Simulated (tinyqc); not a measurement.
# From one set of inputs to another, one input at a time

Model: Stillinger-Weber potential for a tetrahedral semiconductor. Computed by tinyqc, a small Python program. Command: `OMP_NUM_THREADS=1 python tinyqc.py 3000674 3000675 out.jsonl swsi ladder`. One thread of a shared host (Intel(R) Xeon(R) Processor @ 2.30GHz), about 0.07 s of CPU time with the checks.

With x = r/sigma: pair term eps A (B x^-4 - 1) exp(1/(x - a)); for each pair of neighbours j, k of atom i, three-body term eps lambda exp(gamma/(x_ij - a) + gamma/(x_ik - a)) (cos theta_jik + 1/3)^2; both vanish beyond x = a. A = 7.049556277, B = 0.6022245584, a = 1.8.

The inputs printed are set A. Set A is modelled on silicon; the values taken over come from a set modelled on germanium. Inputs not listed in the table keep their values of set A, so the rows need not describe a real material.

Inputs (values chosen for the exercise, modelled on silicon):
```
quantity                    value      unit
energy scale eps            2.149        eV
length scale sigma          2.097  angstrom
three-body strength lambda   22.9         -
gamma                         1.1         -
```

Constants: 1 eV/angstrom^3 = 160.2176634 GPa.

Method. All angles are tetrahedral, so only the pair term acts; its minimum lies at x = 2^(1/6) with depth eps, and second neighbours lie beyond the cut-off. a0 = 4 d/sqrt3; E = -2 eps per atom. Second derivatives of the energy per atom, volume a0^3/8: e_xx gives C11, e_xx = -e_yy gives 2 (C11 - C12), e_xy = e_yx = h/2 gives the unrelaxed C44(0). Under that shear the second sublattice shifts by u_z; minimising over u_z gives C44 = C44(0) - E_hu^2/(E_uu V) and Kleinman's zeta = |E_hu/E_uu|/(a0/4). The optical force constant is k = 4 E_uu, with M omega^2 = k at the zone centre.

Each row keeps all changes above it:
```
input moved                     from     to  C44 (GPa)  internal strain zeta  optical force constant k (eV/angstrom^2)
set A                              -      -     73.305               0.51251                                    40.310
three-body strength lambda      22.9   34.7     95.144               0.36727                                    47.061
length scale sigma (angstrom)  2.097  2.172     85.624               0.36727                                    43.867
energy scale eps (eV)          2.149  1.821     72.556               0.36727                                    37.171
```

Where does the difference come from?

C44 goes from 73.3 to 72.6, a factor 0.9898 in all. The largest single move comes from three-body strength lambda (a factor 1.30), but it runs against the net change; the largest move in the direction of the net change is energy scale eps (a factor 0.847). Internal strain zeta goes from 0.513 to 0.367, a factor 0.717 in all. The largest single move comes from three-body strength lambda (a factor 0.717). Optical force constant k goes from 40.3 to 37.2, a factor 0.922 in all. The largest single move comes from energy scale eps (a factor 0.847), and three-body strength lambda works against it (a factor 1.17). The single moves hold for this order of the switches; the total does not depend on the order.

Caution (all rows): the original fit to silicon is too soft in shear (C44) and too stiff for the optical mode.

Extremes, crossings and ranges named in words are read from the listed rows.
